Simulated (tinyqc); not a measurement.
Three-level Kane dispersion of a narrow-gap semiconductor, step by step. Values are carried at full precision from step to step, so a last printed digit may differ when a step is redone from the rounded ones.

Zero of energy at Gamma8, c = hbar^2/2m0, P^2 = Ep c. The free-electron term and remote bands are left out, so the heavy holes are flat at E = 0 and the other three bands obey E (E - Eg)(E + Dso) = P^2 k^2 (E + 2 Dso/3). The conduction band is the highest root; its edge is Ec = max(Eg, 0).

Constants: hbar^2/2m0 = 3.80998211 eV angstrom^2; hbar = 6.58211957e-16 eV s; e^2/(4 pi eps0) = 14.39964547 eV angstrom; muB = 5.788381798e-05 eV/T.

Values chosen for the exercise (near those of grey Sn; shifted at random, so the results belong to these values and not to a real crystal): Eg = -0.402 eV (E(Gamma6) - E(Gamma8)); Dso = 0.82 eV (spin-orbit splitting); Ep = 22.4 eV (Kane energy); k = 0.019 1/angstrom (wave vector); n = 1.1e+16 cm^-3 (electron density); eps = 23.2 (high-frequency dielectric constant); B = 2.3 T (magnetic field).

## The three bands at one k

Expand the equation into E^3 + a2 E^2 + a1 E + a0 = 0 and give its roots; compare with the two-level form (Dso to infinity) E = Eg/2 +/- sqrt(Eg^2/4 + (2/3) P^2 k^2).

P^2 k^2 = 0.030809 eV^2

a2, a1, a0: 1.222000  0.298831  -0.016842

roots (eV): -0.8446  -0.4244  0.0470

two-level form (eV): -0.4479  0.0459

The two-level form misses the highest root by -1.1 meV. The order is inverted: the band that would be the light hole curves upward from Gamma8 and touches the heavy holes, so there is no gap.

## Mass at the edge and limiting velocity

For Eg < 0 the conduction band starts at Gamma8 with m0* = 3 |Eg|/(2 Ep). In the two-level form the velocity tends to v = sqrt(2/3) P/hbar, and |Eg| = 2 m v^2 with m = 3 |Eg|/(2 Ep), as for a relativistic particle. 1 angstrom = 1e-10 m.

m0* = 0.02692 m0
P = 9.2382 eV angstrom
v = 1.146e+06 m/s
k at which the linear part sets in, |Eg|/(2 hbar v) = 0.02665 1/angstrom

## Fermi level and mass at a given density

Degenerate electrons at T = 0: kF = (3 pi^2 n)^(1/3), 1 cm^-3 = 1e-24 angstrom^-3; EF is the highest root at kF. The momentum (cyclotron, optical) mass is m(E) = hbar^2 k/(dE/dk) = c d(k^2)/dE with d(k^2)/dE = k^2 [1/E + 1/(E - Eg) + 1/(E + Dso) - 1/(E + 2 Dso/3)]; the density of states is k d(k^2)/dE/(2 pi^2).

Edge mass m0* = 3 |Eg|/(2 Ep).

Compare EF - Ec with the parabolic value c kF^2/m0*.

kF = 0.00688 1/angstrom
EF - Ec = 0.0066 eV
parabolic value = 0.0067 eV
m(EF) = 0.02759 m0
m(EF)/m0* = 1.025
density of states at EF = 2.524e+18 1/(eV cm^3)

The parabola overstates EF - Ec by a factor of 1.01; (EF - Ec)/|Eg| = 0.02, and the two-level rule 1 + 2 (EF - Ec)/|Eg| = 1.033 estimates the mass ratio.

## Plasma and cyclotron energies

hbar wp = sqrt(8 pi c (e^2/4 pi eps0) n/(eps m)), hbar wc = 2 muB B/m (classical limit), with m = m(EF) and, for comparison, the edge mass; n in angstrom^-3.

hbar wp with m(EF), with m0* (meV): 4.87  4.93

hbar wc with m(EF), with m0* (meV): 9.65  9.89

hbar wc is not small against EF - Ec = 6.6 meV, so only the lowest Landau level or two are filled: this is the quantum limit, where the classical value fails.

## Checks

- Roots of the cubic against the 8 x 8 Kane matrix without remote terms: they agree to 1e-10 or better.
- m(E) near the edge against m0*: both 0.02692.

Computed by tinyqc, a small Python program: `OMP_NUM_THREADS=1 python tinyqc.py 1080977 1080978 out.jsonl` (the numbers bound the seed that draws the inputs); one thread of a shared host (Intel(R) Xeon(R) Processor @ 2.30GHz), about 0.01 s for the whole set of steps.
